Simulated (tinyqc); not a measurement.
Where the wafer is too thin: surface photovoltage measurement of the minority-carrier diffusion length in a wafer. Computed by tinyqc, a small Python program. Command: `OMP_NUM_THREADS=1 python tinyqc.py 3130421 3130422 out.jsonl spv walk`. One thread of a shared host (Intel(R) Xeon(R) Processor @ 2.30GHz), about 0.01 s of CPU time with the checks.

Low injection, steady light, a depletion layer much thinner than 1/alpha and L. The excess density dn is taken at the front edge of the neutral region; light that reaches the back is lost.

Inputs (values chosen for the exercise, modelled on p-type silicon at room temperature):
```
quantity                            value        unit
wafer thickness W                     525  micrometre
diffusivity D                        31.7      cm^2/s
front recombination velocity S_f      220        cm/s
back recombination velocity S_b       240        cm/s
photon flux entering              7.8e+12  1/(cm^2 s)
```

Method:
- alpha = (84.732/lambda - 76.417)^2 per cm with lambda in micrometre (an empirical fit for silicon between 0.7 and 1.05 micrometre).
- Thick wafer: dn = Phi L/((S_f + D/L)(L + 1/alpha)). Finite wafer, with s = S_b L/D, w = W/L, a = alpha L: dn = [Phi a/(a^2 - 1)] [a - B - exp(-alpha W)(a - s)/(cosh w + s sinh w)]/(S_f + B D/L), B = (sinh w + s cosh w)/(cosh w + s sinh w).
- Readings y = (Phi/dn) (1 + noise x g) at 780, 830, 880, 920, 950, 975 and 995 nm; a least-squares line y = c (1/alpha + L_app) gives L_app = intercept/slope.
- No noise; L is varied at fixed W, and the last two columns set S_b to 0 and to 1e7 cm/s.

Apparent length (micrometre):
```
L          W/L  given S_b  S_b = 0  S_b = 1e7
26.2    20.038       26.2     26.2      26.20
52.5    10.000       52.5     52.5      52.50
105.0    5.000      105.1    105.1     104.82
158.0    3.323      159.5    160.0     155.54
262.0    2.004      276.8    285.5     236.61
420.0    1.250      475.5    544.4     307.88
682.0    0.770      776.1   1138.2     355.29
1100.0   0.477     1076.8   2285.1     378.33
2100.0   0.250     1327.5   4582.0     390.03
```

What does the comparison show, and why?

With a fast back surface L_app levels off, at 390 micrometre in the last row; with a passive one it reaches up to 2.18 times L among these rows and is 4580 in the last. All three columns are within 5 % of L down to W/L = 3.3.

Extremes, crossings and ranges named in words are read from the listed rows.
